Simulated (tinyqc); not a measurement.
Spin coating of a resist or spin-on film: centrifugal thinning, evaporation and the final thickness (Emslie and Meyerhofer models): one step, computed by the program tinyqc.

A Newtonian film stays uniform over the wafer; solvent and solids have the same density and the concentration is uniform through the thickness.

Problem. Rates. omega = 2 pi f/60; nu(c) = nu_s + k c^gamma; evaporation rate e = e0 sqrt(f/1000 rpm). Flow constant K = 2 omega^2/(3 nu(c0)); Reynolds number of the air omega R^2/nu_air with nu_air = 15 mm^2/s.

Inputs (values chosen for the exercise, of the order of those of a polymer resist in an ester solvent):

| quantity | value | unit |
|---|---|---|
| solids volume fraction c0 | 0.22 | - |
| kinematic viscosity of the solvent nu_s | 1.9 | mm^2/s |
| viscosity constant k | 2400 | mm^2/s |
| viscosity exponent gamma | 2.4 | - |
| spin speed f | 2500 | rpm |
| evaporation rate at 1000 rpm e0 | 0.6 | micrometre/s |
| wafer radius R | 100 | mm |

Give: omega; nu(c0); evaporation rate e; flow constant K; Reynolds number of the air.

Solution.

omega = 261.8 1/s

nu(c0) = 65.29 mm^2/s

evaporation rate e = 0.9487 micrometre/s

flow constant K = 6.998e-04 1/(micrometre^2 s)

Reynolds number of the air = 1.745e+05
